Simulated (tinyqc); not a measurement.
# Hall factor, magnetoresistance and optical conductivity for a power-law relaxation time, step by step

A worked calculation. Computed by tinyqc, a small Python program that keeps every step. Command: `OMP_NUM_THREADS=1 python tinyqc.py 3015262 3015263 out.jsonl magneto walk`. One thread of a shared host (Intel(R) Xeon(R) Processor @ 2.30GHz), about 0.01 s of CPU time with the checks. Intermediate numbers are printed to about 6 digits and carried at full precision; extremes and crossings named in words are read from the listed rows.

One spherical parabolic band, tau(E) = tau_0 x^s with x = E/(k_B T). Landau quantisation is left out.

Inputs (values chosen for the exercise, with a mass close to that of electrons in InSb):

| quantity | value | unit |
|---|---|---|
| effective mass m | 0.014 | m_0 |
| exponent s | -0.5 | - |
| tau_0 | 36 | fs |
| reduced Fermi level eta | -8 | - |
| temperature T | 350 | K |
| magnetic field B | 0.9 | T |
| frequency f | 1.7 | THz |
| background permittivity eps_inf | 9.78 | - |

Constants: m_0 = 9.1093837015e-31 kg; k_B = 1.380649e-23 J/K; hbar = 1.054571817e-34 J s; e = 1.602176634e-19 C; eps_0 = 8.8541878128e-12 F/m; c = 299792458 m/s.

## Density and moments of tau

<y> = int y x^(3/2) f (1 - f) dx / int x^(3/2) f (1 - f) dx, f = 1/(1 + exp(x - eta)). Integrals over x = E/(k_B T) use 160 Gauss-Legendre points in u = sqrt(x) from 0 to sqrt(max(eta, 0) + 45). n = (2 m k_B T)^(3/2)/(3 pi^2 hbar^3) int x^(3/2) f (1 - f) dx; moments in units of tau_0.

density n = 1.75702e+13 1/cm^3

<tau>/tau_0 = 0.752216

<tau^2>/tau_0^2 = 0.666588

<tau^3>/tau_0^3 = 0.752090

<1/tau> tau_0 = 1.50456

## Limits

mu = e <tau>/m; weak field r_H = <tau^2>/<tau>^2 and MR = c (mu B)^2, c = <tau^3>/<tau>^3 - r_H^2; strong field r_H = 1 and MR = <tau> <1/tau> - 1.

drift mobility mu = 3402.03 cm^2/(V s)

weak-field Hall factor = 1.17807

coefficient c = 0.379166

saturation MR = 13.1752 %

For a classical gas r_H = Gamma(5/2) Gamma(5/2 + 2s)/Gamma(5/2 + s)^2 = 1.1781.

## At the given field

With w_c = e B/m: sigma_xx = (n e^2/m) <tau/(1 + w_c^2 tau^2)>, sigma_xy = (n e^2/m) <w_c tau^2/(1 + w_c^2 tau^2)>; r_H = (n e/B) sigma_xy/(sigma_xx^2 + sigma_xy^2); MR = sigma_0 sigma_xx/(sigma_xx^2 + sigma_xy^2) - 1, sigma_0 = n e^2 <tau>/m.

mu B = 0.306183

sigma_xx = 0.00841834 S/cm

|sigma_xy| = 0.00286039 S/cm

Hall factor r_H = 1.13179

magnetoresistance MR = 1.98789 %

## Field dependence

The formulas are those given above.

Against the field:

| B (T) | mu B | r_H | MR (%) |
|---|---|---|---|
| 0.088 | 2.99379e-02 | 1.17683 | 3.30590e-02 |
| 0.29 | 9.86589e-02 | 1.16822 | 3.16861e-01 |
| 0.88 | 2.99379e-01 | 1.13294 | 1.92627e+00 |
| 1.8 | 6.12366e-01 | 1.08987 | 4.61829e+00 |
| 2.9 | 9.86589e-01 | 1.05897 | 7.04843e+00 |
| 5.9 | 2.00720e+00 | 1.02388 | 1.04109e+01 |
| 12 | 4.08244e+00 | 1.00726 | 1.22843e+01 |
| 29 | 9.86589e+00 | 1.00135 | 1.30060e+01 |
| 120 | 4.08244e+01 | 1.00008 | 1.31651e+01 |

r_H falls from 1.177 to 1.000, so a strong-field measurement gives n directly (though the highest fields listed exceed the roughly 100 T that non-destructive magnets reach); half of the fall is done between 0.612 and 0.987 in mu B. MR starts as B^1.90 and reaches 100 % of its saturation value in the last row. It arises only because carriers of different energy have different Hall angles, which one Hall field cannot cancel. Above 3.6 T hbar w_c exceeds k_B T and mu B exceeds 1, and Landau quantisation replaces this picture.

## Response at frequency f

sigma(w) = (n e^2/m) <tau/(1 - i w tau)>, w = 2 pi f; eps = eps_inf + i sigma/(eps_0 w); N = sqrt(eps); absorption coefficient 2 w Im N/c; reflectivity |(N - 1)/(N + 1)|^2; plasma frequency sqrt(n e^2/(eps_inf eps_0 m))/(2 pi).

sigma(w) = 0.00851946+0.00274571i S/cm

permittivity = 9.77710+0.00901i

refractive index = 3.12684+0.00144i

absorption coefficient = 1.02645 1/cm

reflectivity = 0.265603

plasma frequency = 0.101711 THz

w <tau> = 0.29 and f/f_p = 16.7.

Checks made by the program: moments against Gamma(5/2 + k s)/Gamma(5/2) (relative difference 5e-05).
